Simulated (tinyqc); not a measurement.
Square on-chip spiral inductor, lumped pi model: one step of the calculation.

Outer diameter do = di + 2 n wd + 2 (n - 1) sp, mean da = (do + di)/2, fill p = (do - di)/(do + di), length l = 4 n da. L = 2.34 mu0 n^2 da/(1 + 2.75 p), mu0 = 4 pi 1e-7 H/m. Rs = rho l/(wd delta (1 - exp(-th/delta))), delta = sqrt(rho/(pi f mu0)). Cs = n wd^2 eps0 eo/hu across the coil. At each end Cox = l wd eps0 eo/(2 ho) leads to the substrate branch Rsi = 2 rs he/(l wd) in parallel with Csi = l wd eps0 11.7/(2 he). With one end grounded Y = 1/(Rs + i w L) + i w Cs + 1/[1/(i w Cox) + 1/(1/Rsi + i w Csi)], w = 2 pi f; Q = -Im Y/Re Y. Eddy currents in neighbouring turns and in the substrate are left out.

Question. Admittance, quality factor and apparent inductance. Series branch 1/(Rs + i w L), substrate branch, total Y, Q = -Im Y/Re Y, apparent inductance Im(1/Y)/w, metal-only value w L/Rs, share of the loss in the substrate Re(substrate branch)/Re Y.

Values chosen for this exercise:

| symbol | value | unit | meaning |
|---|---|---|---|
| f | 0.93 | GHz | frequency |

L = 9.8840770 nH
Rs = 8.8161599 ohm
Cs = 14.365034 fF
Cox = 78.587931 fF
Rsi = 2853.2299 ohm
Csi = 36.307624 fF

Wanted: series branch; substrate branch; Y; Q; apparent inductance; w L/Rs; share of the loss in the substrate.

Answer.

series branch = 2.58-16.92i mS
substrate branch = 0.1289+0.2124i mS
Y = 2.71-16.62i mS
Q = 6.131
apparent inductance = 10.03 nH
w L/Rs = 6.551
share of the loss in the substrate = 4.752 %

Q is 93.6 % of the metal-only value.

Computed by the program tinyqc: `OMP_NUM_THREADS=1 python tinyqc.py 2302072 2302073 out.jsonl`, one thread of a shared Intel Xeon 2.30GHz, about 0.01 s for the whole run.
